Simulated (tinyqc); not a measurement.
# Frequency dispersion of an accumulation capacitance by border traps, distributed model: two studies

Traps spread evenly through the insulator exchange electrons with the semiconductor by tunnelling, with tau(x) = t0 exp(2 ka x) at depth x from the interface. The admittance per area Y seen at depth x obeys dY/dx = -Y^2/(i w eps0 eox) + q Nb ln(1 + i w tau)/tau, with Y(0) = i w Cs and w = 2 pi f; the gate sees Y(tox) = G + i w C. Working variable y = Y/(i w), in uF/cm^2. Cox = eps0 eox/tox.

Parameters, values chosen for the exercise; permittivity close to that of aluminium oxide: relative permittivity of the insulator eox = 8.66; insulator thickness tox = 7.1 nm; semiconductor capacitance in accumulation Cs = 1 uF/cm^2; density of border traps Nb = 5.6e19 cm^-3 eV^-1; decay constant of the wave function in the insulator ka = 5.6 1/nm; time constant of a trap at the interface t0 = 2e-10 s; frequency f = 100 Hz.

Constants: q = 1.602176634e-19 C, eps0 = 8.8541878128e-14 F/cm where lengths are in cm. Results are converted to the units shown.

Each table varies one quantity; the others keep the values above.

## Capacitance and loss against frequency

Cox; trap-free value 1/(1/Cox + 1/Cs); response depth d = ln(1/(w t0))/(2 ka), where w tau = 1; lumped estimate: all traps within d act as C_bt = q Nb d placed at d/2, so C = 1/{1/[1/(1/Cs + d/(2 eps0 eox)) + C_bt] + (tox - d/2)/(eps0 eox)}. C and G from a fine integration; dispersion -d C/d log10 f over C, from f times and over 1.1. For a broad spread of time constants G/w is close to -(pi/2) dC/d ln w.

The same in every row: trap-free C (uF/cm^2) = 0.5192.

Capacitance and loss against frequency:
```
f (Hz),d (nm),C (uF/cm^2),G/w (uF/cm^2),dispersion (% a decade),-(pi/2) dC/d ln w (uF/cm^2),lumped C (uF/cm^2)
10,1.624,0.8302,0.02198,3.877,0.02196,0.8042
100,1.419,0.7979,0.02212,4.057,0.02208,0.7749
1000,1.213,0.7653,0.02246,4.295,0.02242,0.7445
10000,1.008,0.7321,0.02305,4.607,0.02301,0.7127
1e5,0.8020,0.6977,0.02395,5.019,0.02389,0.6791
1e6,0.5964,0.6619,0.02520,5.567,0.02514,0.6432
1e7,0.3908,0.6238,0.02686,6.313,0.02687,0.6043
```

What does the comparison show?

C falls from 0.8302 to 0.6238 uF/cm^2, towards the trap-free 0.5192; each decade of frequency removes ln 10/(2 ka) = 0.206 nm from the response depth. The dispersion rises from 3.88 to 6.31 % a decade and G/w rises from 0.0220 to 0.0269 uF/cm^2. G/w stays at 1.00 times -(pi/2) dC/d ln w, the relation for a broad spread of time constants.

## Effect of the semiconductor capacitance in accumulation

Same model as above.

The same in every row: d (nm) = 1.419.

Effect of the semiconductor capacitance in accumulation:
```
Cs (uF/cm^2),C (uF/cm^2),G/w (uF/cm^2),dispersion (% a decade),-(pi/2) dC/d ln w (uF/cm^2),lumped C (uF/cm^2),trap-free C (uF/cm^2)
0.2,0.6932,0.03093,6.521,0.03084,0.6605,0.1687
0.39,0.7242,0.02817,5.688,0.02810,0.6946,0.2865
0.75,0.7715,0.02420,4.590,0.02416,0.7463,0.4426
1.4,0.8324,0.01954,3.438,0.01952,0.8120,0.6097
2.8,0.9086,0.01442,2.325,0.01441,0.8933,0.7794
5.4,0.9746,0.01061,1.595,0.01061,0.9628,0.9000
10,1.022,0.008247,1.182,0.008240,1.012,0.9747
20,1.057,0.006695,0.9272,0.006685,1.048,1.025
```

What does the comparison show, and why?

As Cs goes from 0.2 to 20, C rises from 0.693 to 1.06 uF/cm^2, the dispersion falls from 6.52 to 0.927 % a decade and G/w falls from 0.0309 to 0.00670 uF/cm^2. The lumped estimate is 4.7 % below C in the first row and 0.83 % below it in the last. The same traps disperse C more when Cs is small, since they then add to the weaker series term.

tinyqc, about 0.5 s, one thread, Intel Xeon 2.30GHz (shared host): `OMP_NUM_THREADS=1 python tinyqc.py 2202066 2202067 out.jsonl`
